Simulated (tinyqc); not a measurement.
Carrier lifetime of an n-type layer with SRH, radiative, Auger and surface recombination: one step of the calculation.

Uniform excess density dn = dp (no trapping), n = n0 + dn, p = p0 + dn, Boltzmann statistics, full ionisation. Surfaces enter as a rate 2 S dn/d, which holds while diffusion to them is fast.

Task. Equilibrium densities and SRH constants. ni = sqrt(Nc Nv) exp(-Eg/(2 Vt)), Eg in volts; majority density N/2 + sqrt(N^2/4 + ni^2), n0 p0 = ni^2; n1 = Nc exp(-Et/Vt), p1 = Nv exp((Et - Eg)/Vt); tn0 = 1/(sn vth Nt), tp0 = 1/(sp vth Nt).

Parameters, values chosen for the exercise; band and dielectric values close to those of silicon:
```
symbol,value,unit,meaning
T,350,K,temperature
Eg,1.1,eV,band gap
Nc,3.53e19,cm^-3,conduction-band density of states at T
Nv,3.3e19,cm^-3,valence-band density of states at T
N,9.5e14,cm^-3,donor density
Nt,6e10,cm^-3,trap density
sn,7e-17,cm^2,capture cross-section for electrons
sp,2e-17,cm^2,capture cross-section for holes
vth,2e7,cm/s,thermal velocity (both carriers)
Et,0.67,eV,trap level below the conduction band
```

Constants: q = 1.602176634e-19 C, kB = 1.380649e-23 J/K, Vt = kB T/q. Results are converted to the units shown.

Give: ni; n0; p0; n1; p1; tn0; tp0.

Result.

ni = 4.107e11 cm^-3
n0 = 9.500e14 cm^-3
p0 = 1.775e8 cm^-3
n1 = 7.947e9 cm^-3
p1 = 2.122e13 cm^-3
tn0 = 0.01190 s
tp0 = 0.04167 s

tinyqc, about 0.01 s, one thread, Intel Xeon 2.30GHz (shared host): `OMP_NUM_THREADS=1 python tinyqc.py 2300065 2300066 out.jsonl`
